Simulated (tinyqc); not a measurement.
What moves the results: armchair graphene nanoribbon in tight binding. A value that a table varies takes the place of the one given here.

An armchair ribbon of N dimer lines, width (N - 1) sqrt3 acc/2, period 3 acc, one pz orbital a site. In line n, A_n binds to B_n with -t exp(ik/3), times (1 + d) in the two edge lines, and to B_(n-1) and B_(n+1) with -t exp(-ik/6); k runs from -pi to pi. For d = 0 the modes across the ribbon are sin(n p pi/(N + 1)), p = 1 to N, with E = -/+ t sqrt(1 + 4 c^2 + 4 c cos(k/2)), c = cos(p pi/(N + 1)).

Constants: hbar^2/2m0 = 3.80998211 eV angstrom^2.

Values chosen for the exercise (near those used for graphene; the results hold for these values, not for the real material):
- t = 2.96 eV (hopping)
- acc = 1.42 angstrom (bond length)
- N0 = 7 (first width)
- d1 = 0.16 (edge correction)
- N = 4 (dimer lines)
- d = 0.09 (relative strengthening of the edge bonds)
- k = 0.93 (k times the period 3 acc)

## Three families of gaps

Nine widths from N0 on, gaps at k = 0 with d = 0 and d = d1.

Gaps:

| N | family | width (angstrom) | gap, d = 0 (eV) | gap, d1 (eV) | gap x (N + 1) sqrt3 acc/2 (eV angstrom) |
|---|---|---|---|---|---|
| 7 | 3p+1 | 7.38 | 1.3890 | 1.7774 | 17.49 |
| 8 | 3p+2 | 8.61 | 0.0000 | 0.2990 | 3.31 |
| 9 | 3p | 9.84 | 1.0394 | 0.8073 | 9.93 |
| 10 | 3p+1 | 11.07 | 1.0015 | 1.2724 | 17.21 |
| 11 | 3p+2 | 12.30 | 0.0000 | 0.2227 | 3.29 |
| 12 | 3p | 13.53 | 0.8059 | 0.6219 | 9.94 |
| 13 | 3p+1 | 14.76 | 0.7828 | 0.9903 | 17.05 |
| 14 | 3p+2 | 15.99 | 0.0000 | 0.1774 | 3.27 |
| 15 | 3p | 17.22 | 0.6580 | 0.5058 | 9.95 |

What can be read from the table?

Without edge correction the 3p+2 ribbons have no gap and the other two families nearly share one curve. With it the mean of the last column is 17.25 for 3p+1, 9.94 for 3p and 3.29 eV angstrom for 3p+2: the stronger edge bonds raise the gap of 3p+1, lower that of 3p and open one in 3p+2. Within a family the gap falls about as 1/width. One-electron gaps of this kind leave out the self-energy and exciton terms, which are large in narrow ribbons.

## Mass and gap go together

Nine widths from N0 on. Lowest conduction band for d = d1: m/m0 = c q^2/(E(q) - E(0)) with q = h/(3 acc), h = 0.001, c = hbar^2/2m0. Dirac rule: m = Eg/(2 v^2), that is m/m0 = c Eg/(hbar v)^2 with hbar v = 3 t acc/2.

Masses:

| N | gap (eV) | mass (m0) | Dirac rule (m0) |
|---|---|---|---|
| 7 | 1.7774 | 0.2100 | 0.1704 |
| 8 | 0.2990 | 0.0274 | 0.0287 |
| 9 | 0.8073 | 0.0637 | 0.0774 |
| 10 | 1.2724 | 0.1410 | 0.1220 |
| 11 | 0.2227 | 0.0207 | 0.0213 |
| 12 | 0.6219 | 0.0511 | 0.0596 |
| 13 | 0.9903 | 0.1061 | 0.0949 |
| 14 | 0.1774 | 0.0166 | 0.0170 |
| 15 | 0.5058 | 0.0427 | 0.0485 |

How do the results move?

The ratio of mass to the Dirac rule runs from 0.82 (N = 9) to 1.23 (N = 7). Its mean is 0.85 for N = 3p, 1.17 for 3p+1 and 0.97 for 3p+2: the lowest modes of 3p and 3p+1 lie on opposite sides of the Dirac point, where the velocity along the ribbon differs. The largest gap (N = 7) and the heaviest mass (N = 7) belong to one ribbon.

## What each parameter does

Gap at k = 0, lowest positive level at k, and highest level at k = 0. Each row changes one parameter from the base and keeps the others.

Results:

| case | gap (eV) | lowest level at k (eV) | top of the band (eV) |
|---|---|---|---|
| base | 2.6424 | 1.7228 | 7.8252 |
| t = 3.108 eV | 2.7745 | 1.8089 | 8.2165 |
| N = 5 | 0.2604 | 1.3983 | 8.1331 |
| d = 0.14 | 2.8503 | 1.8143 | 7.8693 |
| k = 0.744 | 2.6424 | 1.5916 | 7.8252 |

How do the results move?

The largest shifts from the base row, up to three for each result and ties (the steps differ in size, so this ranks the rows, not the parameters). gap (eV): N -2.3820, d +0.2079, t +0.1321; unchanged at the printed digits by k. lowest level at k (eV): N -0.3245, k -0.1312, d +0.0915. top of the band (eV): t +0.3913, N +0.3079, d +0.0441; unchanged at the printed digits by k.

(tinyqc, `OMP_NUM_THREADS=1 python tinyqc.py 1480120 1480121 out.jsonl`, Intel(R) Xeon(R) Processor @ 2.30GHz, 1 thread, shared host, about 0.02 s.)
